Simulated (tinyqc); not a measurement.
Energy conservation against the time step: molecular dynamics of a small cluster by velocity Verlet steps. Computed by tinyqc, a small Python program. Command: `OMP_NUM_THREADS=1 python tinyqc.py 3000222 3000223 out.jsonl verlet walk`. One thread of a shared host (Intel(R) Xeon(R) Processor @ 2.30GHz), about 0.2 s of CPU time with the checks.

E = sum_i {sum_j A exp(-p (r_ij/r0 - 1)) - xi sqrt(rho_i)}, rho_i = sum_j exp(-2 q (r_ij/r0 - 1)); the force on i is -sum_j w_ij (R_i - R_j)/r_ij with w_ij = -(2p/r0) A exp(-p (r_ij/r0 - 1)) + (xi q/r0) exp(-2 q (r_ij/r0 - 1)) (rho_i^(-1/2) + rho_j^(-1/2)).

Inputs (values chosen for the exercise, for model atoms):

| quantity | value | unit |
|---|---|---|
| length r0 | 3 | angstrom |
| repulsion A | 0.1 | eV |
| hopping xi | 1.32 | eV |
| decay p | 11.1 | - |
| decay q | 2.92 | - |
| atomic mass M | 134 | u |
| time step dt | 3.6 | fs |
| steps | 200 | - |

Potential: Gupta.

starting positions (angstrom):
```
            x      y      z
atom 1      0  -0.04   0.07
atom 2   2.75  -0.02   0.01
atom 3   2.79   2.74  -0.06
atom 4  -0.01   2.82   0.04
atom 5   1.41    1.4   1.93
atom 6   1.38   1.37  -1.93
```

starting velocities (angstrom/fs):
```
               x         y         z
atom 1  -0.00027   0.00108   0.00146
atom 2   0.00054  -0.00119  -0.00211
atom 3   0.00025  -0.00329   0.00035
atom 4  -0.00049   0.00029   0.00116
atom 5   0.00051   0.00169  -0.00078
atom 6  -0.00054   0.00143    -7e-05
```

Constants: 1 eV/(angstrom u) = 9.648533212e-03 angstrom/fs^2; k_B = 8.617333262e-05 eV/K.

Method:
- Relax the cluster, diagonalise the Hessian (central differences): omega_max = sqrt(c lambda_max/M). Verlet steps are stable for omega_max dt < 2.
- Velocity Verlet: a = c F/M with c = 9.648533212e-3 angstrom/fs^2 per eV/(angstrom u); R(new) = R + v dt + a dt^2/2; v(new) = v + (a + a(new)) dt/2. Kinetic energy K = M v^2/(2c); temperature T = 2K/((3N - 3) k_B), rotation of the cluster included.
- Runs without thermostat over the same span of time, steps x dt; spread = largest minus smallest value. For contrast, the energy gained over the first 30 dt (dt of the inputs) by explicit Euler steps: R(new) = R + v dt, v(new) = v + a dt.

omega_max dt = 0.127847

Energy error (eV):

| dt (fs) | omega_max dt | Verlet, spread of U + K | Euler, gain in U + K |
|---|---|---|---|
| 0.45 | 0.01598 | 3.7282e-06 | 0.00403 |
| 0.90 | 0.03196 | 1.4911e-05 | 0.00822 |
| 1.80 | 0.06392 | 5.9649e-05 | 0.01704 |
| 3.60 | 0.12785 | 2.3806e-04 | 0.03671 |
| 7.20 | 0.25569 | 9.3477e-04 | 0.08518 |
| 10.80 | 0.38354 | 2.0618e-03 | 0.14769 |

The Verlet error grows as dt^2.00 between the first rows, the second order of the method. Euler steps gain energy steadily: over that short span the gain in the first row is already 1100 times the Verlet spread of the whole run, and it grows as dt^1.03, tending to the first order of that method as dt shrinks.

Extremes, crossings and ranges named in words are read from the listed rows.
